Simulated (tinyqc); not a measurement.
# Undoped symmetric double-gate MOSFET, analytic potential model: two studies

An undoped body of thickness ts between two equal insulators and tied gates; long channel, electrons only, n = ni exp((psi - V)/Vt) with V the quasi-Fermi potential (0 at the source, Vd at the drain), constant mobility, no quantisation. Across the body psi(x) = V - 2 Vt ln[(ts/(2 beta)) sqrt(q ni/(2 eps0 eps_r Vt)) cos(2 beta x/ts)], x from the centre. Q is the electron charge per area of the whole body.

Parameters, values chosen for the exercise; material values close to those of gallium arsenide:
- T = 273 K (temperature)
- Eg = 1.43 eV (band gap)
- eps_r = 12.9 (relative permittivity of the semiconductor)
- Nc = 3.78e17 cm^-3 (conduction-band density of states at T)
- Nv = 7.73e18 cm^-3 (valence-band density of states at T)
- eox = 25.8 (relative permittivity of the gate insulator)
- tox = 4.1 nm (insulator thickness)
- ts = 10 nm (body thickness)
- dphi = 0.17 V (gate work function less that of the intrinsic body)
- mu = 500 cm^2/(V s) (channel mobility)
- L = 0.2 um (gate length)
- Vd = 0.3 V (drain voltage)

Constants: q = 1.602176634e-19 C, kB = 1.380649e-23 J/K, Vt = kB T/q, eps0 = 8.8541878128e-14 F/cm where lengths are in cm. Results are converted to the units shown.

Each table varies one quantity; the others keep the values above.

## Output curve

ni = sqrt(Nc Nv) exp(-Eg/(2 Vt)), Eg in volts; r = eps_r tox/(eox ts); V0 = dphi + 2 Vt ln[(2/ts) sqrt(2 eps0 eps_r Vt/(q ni))]. beta (between 0 and pi/2) solves (Vg - V0 - V)/(2 Vt) = ln(beta) - ln(cos beta) + 2 r beta tan(beta). Q = 8 eps0 eps_r Vt beta tan(beta)/ts; I = mu (1/L)(4 eps0 eps_r/ts)(2 Vt)^2 [g(beta_s) - g(beta_d)] per width, g = beta tan(beta) - beta^2/2 + r beta^2 tan^2(beta), with beta_s at V = 0 and beta_d at V = Vd.

In this table Vg = 1.18 V.

Result of one run:

| Vd (V) | Qd (nC/cm^2) | Qd/Qs | I (uA/um) |
|---|---|---|---|
| 0.43 | 0.8764 | 4.095e-4 | 739.9 |

What becomes of these results when the drain voltage Vd is changed from 0.43 to 0.38 V, all else the same?

Result of the changed run:

| Vd (V) | Qd (nC/cm^2) | Qd/Qs | I (uA/um) |
|---|---|---|---|
| 0.38 | 7.036 | 0.003287 | 739.5 |

The whole series:

| Vd (V) | Qd (nC/cm^2) | Qd/Qs | I (uA/um) |
|---|---|---|---|
| 0.06 | 1616 | 0.7549 | 281.3 |
| 0.11 | 1206 | 0.5635 | 457.4 |
| 0.16 | 832.0 | 0.3887 | 584.4 |
| 0.22 | 449.5 | 0.2100 | 679.4 |
| 0.27 | 208.5 | 0.09741 | 719.7 |
| 0.32 | 62.20 | 0.02906 | 735.5 |
| 0.38 | 7.036 | 0.003287 | 739.5 |
| 0.43 | 0.8764 | 4.095e-4 | 739.9 |
| 0.48 | 0.1052 | 4.915e-5 | 739.9 |

The current rises from 281 to 740 uA/um, while the charge at the drain end falls from 0.75 to 4.9e-5 of that at the source. The current first comes within 1 % of its last value at Vd = 0.32 V among the rows. Over the last rows Qd falls by a factor of e for each Vt of drain voltage: the drain end is in weak inversion. In every row the surface density at the source passes 0.3 Nc, where Boltzmann statistics fail. For Vd = 0.16 to 0.48 V mu V/L, with V the smaller of Vd and Vg - V0, passes 3e6 cm/s, so velocity saturation would lower the current.

## Effect of the insulator thickness

Q = 8 eps0 eps_r Vt beta tan(beta)/ts; I = mu (1/L)(4 eps0 eps_r/ts)(2 Vt)^2 [g(beta_s) - g(beta_d)] per width, g = beta tan(beta) - beta^2/2 + r beta^2 tan^2(beta), with beta_s at V = 0 and beta_d at V = Vd.  I(low) is taken at Vg = 0.63 V, Qs and I(high) at Vg = 1.38 V.

The same in every row: V0 (V) = 0.8793.

Results:

| tox (nm) | I(low) (nA/um) | Qs(high) (nC/cm^2) | I(high) (uA/um) |
|---|---|---|---|
| 1.4 | 0.3159 | 1.039e4 | 4762 |
| 2 | 0.3159 | 7604 | 3561 |
| 2.8 | 0.3159 | 5658 | 2699 |
| 4.1 | 0.3159 | 4040 | 1964 |
| 5.9 | 0.3159 | 2924 | 1446 |
| 12 | 0.3159 | 1549 | 788.0 |

Estimate the missing row, tox = 8.5 nm.

Computed row:

| tox (nm) | I(low) (nA/um) | Qs(high) (nC/cm^2) | I(high) (uA/um) |
|---|---|---|---|
| 8.5 | 0.3159 | 2111 | 1060 |

With this row back in the table: As tox goes from 1.4 to 12 nm, I(low) stays near 0.316 nA/um and I(high) falls from 4760 to 788 uA/um. On average I(low) is independent of tox and I(high) goes as tox^(-0.84). Below threshold no voltage drops over the insulator in this long-channel model, so its thickness does not matter there. In every row the surface density at the source at the higher gate voltage passes 0.3 Nc, where Boltzmann statistics fail. In every row mu V/L at the higher gate voltage, with V the smaller of Vd and Vg - V0, passes 3e6 cm/s, so velocity saturation would lower the current.

Program tinyqc, `OMP_NUM_THREADS=1 python tinyqc.py 2440107 2440108 out.jsonl`; Intel Xeon 2.30GHz, shared host, one thread, about 0.02 s.
